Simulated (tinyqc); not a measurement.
Four-point probe, van der Pauw, Hall and spreading-resistance readings of a semiconductor layer. Changing the layer thickness t. Computed by tinyqc, a small Python program. Command: `OMP_NUM_THREADS=1 python tinyqc.py 3114162 3114163 out.jsonl probe sweep`. One thread of a shared host (Intel(R) Xeon(R) Processor @ 2.30GHz), about 0.01 s of CPU time with the checks.

The layer is uniform and ohmic; contacts are points unless a radius is given.

Inputs (values chosen for the exercise, modelled on n-type silicon):

| quantity | value | unit |
|---|---|---|
| carrier density n | 1.3e+19 | 1/cm^3 |
| drift mobility mu | 106 | cm^2/(V s) |
| probe spacing s | 0.635 | mm |
| current I | 0.4 | mA |

Backing of the layer: insulating.

Constants: e = 1.602176634e-19 C.

Method:
- rho = 1/(e n mu); R_s = rho/t.
- Collinear probes with equal spacing on a layer with insulating backing: images at depth 2 m t give V = (rho I/(2 pi s)) G, G = 1 + 4 sum_(m>=1) [1/sqrt(1 + (2 m u)^2) - 1/sqrt(4 + (2 m u)^2)], u = t/s; the sum runs to m = 20000, with the tail 3/(32 u^3 M^2) added to the sum for M = 20000.
- Limits: thick, rho = 2 pi s V/I; thin on an insulator, rho = (pi/ln 2) t V/I.

One run for each value:

| layer thickness t (micrometre) | voltage V (mV) | G | rho by the thick formula (ohm cm) | rho by the thin formula (ohm cm) |
|---|---|---|---|---|
| 25 | 0.15990 | 35.212 | 0.15949 | 0.004529 |
| 48 | 0.08328 | 18.340 | 0.08307 | 0.004529 |
| 89 | 0.04491 | 9.891 | 0.04480 | 0.004529 |
| 170 | 0.02351 | 5.178 | 0.02345 | 0.004529 |
| 310 | 0.01292 | 2.846 | 0.01289 | 0.004540 |
| 580 | 0.00731 | 1.610 | 0.00729 | 0.004804 |
| 1100 | 0.00516 | 1.137 | 0.00515 | 0.006435 |
| 2000 | 0.00466 | 1.027 | 0.00465 | 0.010565 |
| 3800 | 0.00456 | 1.004 | 0.00455 | 0.019633 |

What does the table show, and why?

Over the rows, voltage V (mV) falls from 0.160 to 0.00456 (exponent d ln y / d ln x -1.0 between the first rows and -0.035 between the last); G falls from 35.2 to 1.00 (exponent d ln y / d ln x -1.0 between the first rows and -0.035 between the last); rho by the thick formula (ohm cm) falls from 0.159 to 0.00455 (exponent d ln y / d ln x -1.0 between the first rows and -0.035 between the last). At the low end the exponent of voltage V is -1.00, close to -1: a thin layer, V = R_s I ln 2/pi.
